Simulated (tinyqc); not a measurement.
Competing polymorphs of an oxide film: bulk, surface, grain-boundary, dopant and field terms: one step, computed by the program tinyqc. Command: `OMP_NUM_THREADS=1 python tinyqc.py 3008505 3008506 out.jsonl polymorph walk`. One thread of a shared host (Intel(R) Xeon(R) Processor @ 2.30GHz), about 0.01 s of CPU time with the checks.

Phases: monoclinic m (reference), polar orthorhombic o, tetragonal t. Free energies per formula unit (f.u.); 1 J/m^2 x angstrom^3/nm = 6.241509 meV.

Question. Phase shares in a spread of grain sizes. With G = b + gamma Omega A (b the bulk free energy per formula unit, A the area per volume), two phases i, j cross at A_ij = (b_j - b_i)/(Omega (gamma_i - gamma_j)); o has a window only if A_mo < A_ot. Grain radii are log-normal by volume with median R and width sigma; the share with A above A* is that with radius below R*, R* = f_b/(A* - 2/h) (all grains if A* <= 2/h), share = (1/2) erfc[-ln(R*/R)/(sqrt 2 sigma)]. Effective permittivity of a layer of thickness h built of such grains, taken in parallel: sum of share x eps; EOT = interlayer + 3.9 h/eps.

Inputs (values chosen for the exercise, for a model oxide):
```
quantity                                   value        unit
surface energy of m                          2.7       J/m^2
surface energy of o                         2.18       J/m^2
surface energy of t                          2.1       J/m^2
grain-boundary energy over surface energy   0.42           -
volume per formula unit Omega               34.5  angstrom^3
film thickness h                              21          nm
grain radius R                                17          nm
temperature T                               1100           K
width sigma of ln R                         0.39           -
interlayer thickness (SiO2)                 0.99          nm
```

Geometry: columnar grains in a film.

permittivities of m, o, t: 22  30  43

b (meV/f.u.): m 0.00, o 24.34, t 39.50

Give: volume shares; share of o; effective permittivity; equivalent oxide thickness.

Answer.

volume shares: m 1.0000, o 0.0000, t 0.0000

share of o = 2.087e-05

effective permittivity = 22.00

equivalent oxide thickness = 4.713 nm

One phase holds nearly all the volume.
